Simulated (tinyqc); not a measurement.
Raising the compensation: heavy doping: band filling, gap narrowing, band tails and the effective intrinsic density. Computed by tinyqc, a small Python program. Command: `OMP_NUM_THREADS=1 python tinyqc.py 3008627 3008628 out.jsonl gapnarrow sweep`. One thread of a shared host (Intel(R) Xeon(R) Processor @ 2.30GHz), about 0.04 s of CPU time with the checks.

An n-type crystal above its Mott density, with all dopants ionised: n = N_D - N_A, ionised centres N_I = N_D + N_A. Valleys are taken as spherical with mass m_e.

Inputs (values chosen for the exercise, modelled on CdTe): gap E_g = 1.55 eV; electron mass m_e = 0.0976 m_0; valleys M_c = 1; dielectric constant eps = 9.82; donor density N_D = 2.5e+18 cm^-3; temperature T = 300 K.

Conduction band: parabolic.

Constants: a_0 = 0.529177210903 angstrom; Ry = 13.605693123 eV; k_B = 8.617333262e-05 eV/K; hbar^2/(2 m_0) = 3.80998212 eV angstrom^2; e = 1.602176634e-19 C; eps_0 = 8.8541878128e-12 F/m; e^2/(4 pi eps_0) = 14.39964548 eV angstrom.

Method:
- n = N_D (1 - ratio); Ry* = Ry m_e/eps^2, a* = a_0 eps/m_e; r_s = (3/(4 pi n))^(1/3)/a*; k_F = (3 pi^2 n/M_c)^(1/3); Mott density (0.26/a*)^3.
- n = M_c (1/(2 pi^2)) (m_e/(hbar^2/2m_0))^(3/2) int sqrt(E) f dE, f = 1/(1 + exp((E - E_F)/k_B T)); trapezoid rule in t = sqrt(E/k_B T), step 0.02 up to 12; E_F by bisection from the band edge.
- At T = 0, E_F = (hbar^2/2m_0) k_F^2/m_e; dn/dE_F uses f (1 - f)/k_B T in place of f.
- Screening: q^2 = (e/(eps eps_0)) dn/dE_F. Exchange lowers the conduction band by (1/pi) k_F e^2/(4 pi eps_0 eps) (T = 0 Hartree-Fock at k_F, taken as a rigid shift). Screening raises the valence band by (q/2) e^2/(4 pi eps_0 eps) (static Coulomb hole). The narrowing is the sum; electron correlation and carrier-ion shifts are left out. Root-mean-square potential of randomly placed ions: V_rms = (e^2/(4 pi eps_0 eps)) sqrt(2 pi N_I/q).

One run for each value; columns: (1) compensation ratio N_A/N_D; (2) E_F above the band edge (meV); (3) V_rms (meV); (4) screening length 1/q (angstrom); (5) gap narrowing (meV):
```
(1)      (2)    (3)    (4)    (5)
0.00   59.23  33.90  34.03  41.15
0.20   47.92  38.28  36.16  38.47
0.35   38.34  41.86  38.42  36.06
0.50   27.30  45.99  41.75  33.12
0.65   13.76  51.31  47.24  29.33
0.80   -5.08  59.73  58.67  23.96
0.90  -25.95  71.24  79.08  18.37
```

Give the missing row, compensation ratio N_A/N_D = 0.10.

Computed row; columns: (1) compensation ratio N_A/N_D; (2) E_F above the band edge (meV); (3) V_rms (meV); (4) screening length 1/q (angstrom); (5) gap narrowing (meV):
```
(1)     (2)    (3)    (4)    (5)
0.10  53.74  36.06  35.00  39.87
```

Interpolating between the two neighbouring rows (linearly) misses most in E_F above the band edge (meV), by 0.32 %. Over the rows, E_F above the band edge (meV) falls from 59.2 to -25.9; V_rms (meV) rises from 33.9 to 71.2; screening length 1/q (angstrom) rises from 34.0 to 79.1.

Caution (rows 0, 0.100, 0.200): the screening length is well below a*, where static Thomas-Fermi screening overstates the Coulomb hole. Caution (rows 0.200, 0.350, 0.500, 0.650, 0.800, 0.900): E_F is less than 2 k_B T above the edge: the T = 0 exchange term overstates the shift, and an absorption edge at k_F has no meaning. Caution (rows 0.350, 0.500, 0.650, 0.800, 0.900): V_rms exceeds both E_F and k_B T, so band tails reshape the edge. Caution (rows 0.650, 0.800, 0.900): r_s is above 1.2, where these high-density terms are rough.
